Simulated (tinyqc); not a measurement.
Four-band model of biased bilayer graphene near K: one step. H at one k. Three cases, with inputs chosen for the exercise.

Task: Fill in the matrix.

Basis A1, B1, A2, B2, with B1 below A2; p = kx + i ky, v_j = (sqrt3/2) a g_j. Diagonal -U/2, -U/2, U/2, U/2; <A1|B1> = <A2|B2> = v0 p*, <B1|A2> = g1, <A1|B2> = v3 p, <A1|A2> = <B1|B2> = -v4 p*.

Give: H.

Case 1.

Values chosen (near those used for Bernal bilayer graphene; the results hold for these values, not for the real material): a = 2.46 angstrom (lattice constant); g0 = 2.86 eV (hopping in a layer); g1 = 0.417 eV (hopping of the dimer sites); g3 = 0 eV (skew hopping A1-B2); g4 = 0 eV (skew hopping A1-A2); U = 0.44 eV (potential difference of the layers); k = (-0.027, 0.031) 1/angstrom (wave vector from K).

Result:

H (eV), lower triangle (Hermitian):
```
                 A1       B1               A2      B2
A1          -0.2200
B1  -0.1645+0.1889i  -0.2200
A2                0   0.4170           0.2200
B2                0        0  -0.1645+0.1889i  0.2200
```

Case 2.

Values chosen (near those used for Bernal bilayer graphene; the results hold for these values, not for the real material): a = 2.46 angstrom (lattice constant); g0 = 3.1 eV (hopping in a layer); g1 = 0.416 eV (hopping of the dimer sites); g3 = 0 eV (skew hopping A1-B2); g4 = 0 eV (skew hopping A1-A2); U = 0.37 eV (potential difference of the layers); k = (0.034, 0.049) 1/angstrom (wave vector from K).

Result:

H (eV), lower triangle (Hermitian):
```
                A1       B1              A2      B2
A1         -0.1850
B1  0.2245+0.3236i  -0.1850
A2               0   0.4160          0.1850
B2               0        0  0.2245+0.3236i  0.1850
```

Case 3.

Values chosen (near those used for Bernal bilayer graphene; the results hold for these values, not for the real material): a = 2.46 angstrom (lattice constant); g0 = 2.84 eV (hopping in a layer); g1 = 0.396 eV (hopping of the dimer sites); g3 = 0.39 eV (skew hopping A1-B2); g4 = 0.06 eV (skew hopping A1-A2); U = 0.35 eV (potential difference of the layers); k = (-0.007, 0.046) 1/angstrom (wave vector from K).

Result:

H (eV), lower triangle (Hermitian):
```
                 A1              B1               A2      B2
A1          -0.1750
B1  -0.0424+0.2783i         -0.1750
A2   0.0009-0.0059i          0.3960           0.1750
B2  -0.0058-0.0382i  0.0009-0.0059i  -0.0424+0.2783i  0.1750
```

Computed by tinyqc, one run a case: `OMP_NUM_THREADS=1 python tinyqc.py N N+1 out.jsonl` with N = 1481047, 1481604, 1481828; one thread of a shared Intel(R) Xeon(R) Processor @ 2.30GHz, about 0.07 s a run at most.
